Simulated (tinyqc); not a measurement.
Atomic layer deposition: Langmuir saturation, growth per cycle and coating of deep features: one step, computed by the program tinyqc. Command: `OMP_NUM_THREADS=1 python tinyqc.py 3026271 3026272 out.jsonl ald walk`. One thread of a shared host (Intel(R) Xeon(R) Processor @ 2.30GHz), about 0.03 s of CPU time with the checks.

Precursor A sticks only on free sites, so a long enough pulse saturates; co-reactant B then frees the sites again.

Problem. Flux and saturation time. Wall flux F = p/sqrt(2 pi M k_B T); rate of filling k_a = beta F/q; desorption k_d = 1e13 exp(-E_d/(k_B T)) per second. 1/m^2 = 1e-18/nm^2. Temperatures in kelvin are T(C) + 273.15.

Inputs (values chosen for the exercise, modelled on hafnium oxide from an amide and water):

| quantity | value | unit |
|---|---|---|
| precursor mass M | 411 | u |
| site density q | 3 | 1/nm^2 |
| sticking probability beta on free sites | 0.029 | - |
| precursor pressure p | 3.4 | Pa |
| temperature T | 175 | C |
| desorption energy E_d | 1.48 | eV |

Constants: u = 1.6605390666e-27 kg; k_B = 1.380649e-23 J/K; k_B = 8.617333262e-05 eV/K.

Give: flux F; k_a; k_d; time to 99 % without desorption, ln(100)/k_a.

Solution.

flux F = 20873 1/(nm^2 s)

k_a = 201.77 1/s

k_d = 2.2715e-04 1/s

time to 99 % without desorption, ln(100)/k_a = 0.022823 s
